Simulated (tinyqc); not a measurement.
Inside a calculation. Method: MP2 on RHF in the 3-21g basis, for H2, spin multiplicity 1. One step of it, computed by the program tinyqc.

Problem. Second-order Moller-Plesset energy. E2 = sum_ijab (ia|jb) [2 (ia|jb) - (ib|ja)] / (e_i + e_j - e_a - e_b) over occupied i, j and virtual a, b; the opposite-spin part is (ia|jb)^2 / denominator, the rest is same-spin, and SCS-MP2 scales them by 6/5 and 1/3.

orbital energies (hartree): MO1 -0.540821, MO2 0.209385, MO3 1.025352, MO4 1.348211

Two-electron integrals over orbitals (pq|rs), unique and non-zero (hartree):
```
p,q,r,s,(pq|rs)
1,1,1,1,0.594125
2,1,2,1,0.107903
2,2,1,1,0.458135
2,2,2,2,0.419010
3,1,1,1,0.140976
3,1,2,2,0.067720
3,1,3,1,0.100504
3,2,2,1,0.004835
3,2,3,2,0.036527
3,3,1,1,0.536331
3,3,2,2,0.422596
3,3,3,1,0.127544
3,3,3,3,0.508121
4,1,2,1,-0.080306
4,1,3,2,-0.046093
4,1,4,1,0.112953
4,2,1,1,-0.138222
4,2,2,2,-0.070261
4,2,3,1,-0.081975
4,2,3,3,-0.121333
4,2,4,2,0.081140
4,3,2,1,-0.119521
4,3,3,2,-0.033061
4,3,4,1,0.127856
4,3,4,3,0.175846
4,4,1,1,0.603093
4,4,2,2,0.470270
4,4,3,1,0.180772
4,4,3,3,0.569259
4,4,4,2,-0.167015
4,4,4,4,0.675227
```

Hartree-Fock energy = -1.10430179 hartree

Give: Terms; Pair energies; MP2 correlation energy; SCS-MP2 correlation energy; MP2 total energy.

Solution.

Terms:
```
i,j,a,b,(ia|jb),(ib|ja),denominator,term
1,1,2,2,0.108,0.108,-1.500,-0.008
1,1,4,4,0.113,0.113,-3.778,-3.38e-03
1,1,3,3,0.101,0.101,-3.132,-3.22e-03
1,1,4,2,-0.080,-0.080,-2.639,-2.44e-03
1,1,2,4,-0.080,-0.080,-2.639,-2.44e-03
```

Pair energies (hartree; pair i-j sums ij and ji):
```
pair,opposite spin,same spin
1-1,-0.019,0
```

MP2 correlation energy = -0.01925 hartree

SCS-MP2 correlation energy = -0.02310 hartree

MP2 total energy = -1.12355 hartree
